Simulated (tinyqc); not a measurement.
What each parameter of the potential does: deformation potentials from a strained empirical pseudopotential.

Diamond lattice, no spin-orbit coupling. Atomic form factor V(q) = a1 (q^2 - a2)/(a3 exp(a4 q^2) - 1) in rydberg with q in 1/bohr, for the unstrained cell. Under a strain e the reciprocal vectors and k go over into (1 + e)^(-1) G, the atoms sit at +/- tau with tau = (1 + e) a (1,1,1)/8 - zeta a (eyz, ezx, exy)/4, and H(G,G') = c |k + G|^2 delta + (V(q)/det(1 + e)) cos(q.tau), q = G - G', with the term q = 0 left out; c = hbar^2/2m0. The basis is fixed before straining: all G with |k + G|^2 up to 16 (2 pi/a)^2. k is given in units of 2 pi/a of the unstrained cell.

Constants: hbar^2/2m0 = 3.80998211 eV angstrom^2; Ry = 13.60569312 eV; a0 (Bohr radius) = 0.5291772105 angstrom.

Parameters, chosen for this exercise (near those of Si; not measured data): a = 5.43 angstrom (lattice constant); a1 = 0.535; a2 = 2.196; a3 = 2.068; a4 = 0.489; kD = 0.82 2 pi/a (position of the Delta minimum).

Gaps from the valence top to level 8 at Gamma and level 5 at (kD,0,0) and L, and their deformation potentials [E(+h) - E(-h)]/(3 ln((1 + h)/(1 - h))) for e = +/- h 1, h = 0.002. The row for the lattice constant keeps V(q) without the volume factor, so it is not a strain. Each row changes one parameter from the base and keeps the others.

Results:

| case | Gamma (eV) | Delta (eV) | L (eV) | potential Gamma (eV) | potential Delta (eV) | potential L (eV) |
|---|---|---|---|---|---|---|
| base | 4.013 | 1.039 | 1.938 | -8.71 | 2.66 | -1.90 |
| a = 5.376 angstrom | 4.135 | 0.742 | 1.837 | -8.40 | 2.96 | -1.73 |
| a1 = 0.54 | 4.055 | 1.106 | 1.987 | -8.78 | 2.65 | -1.91 |
| a2 = 2.218 | 3.897 | 1.113 | 1.933 | -8.78 | 2.61 | -1.94 |
| a3 = 2.047 | 4.061 | 1.134 | 2.003 | -8.80 | 2.67 | -1.90 |
| a4 = 0.494 | 3.920 | 0.954 | 1.863 | -8.54 | 2.73 | -1.82 |

The largest shifts from the base row, up to three for each result and ties (the steps differ in size, so this ranks the rows, not the parameters). Gamma (eV): a +0.121, a2 -0.116, a4 -0.093. Delta (eV): a -0.297, a3 +0.095, a4 -0.085. L (eV): a -0.100, a4 -0.075, a3 +0.066. potential Gamma (eV): a +0.30, a4 +0.17, a3 -0.09. potential Delta (eV): a +0.30, a4 +0.08, a2 -0.05. potential L (eV): a +0.17, a4 +0.08, a2 -0.03; unchanged at the printed digits by a3.

Computed by tinyqc, a small Python program: `OMP_NUM_THREADS=1 python tinyqc.py 1850214 1850215 out.jsonl` (the numbers bound the seed that draws the inputs); one thread of a shared host (Intel(R) Xeon(R) Processor @ 2.30GHz), about 0.2 s for the whole set of steps.
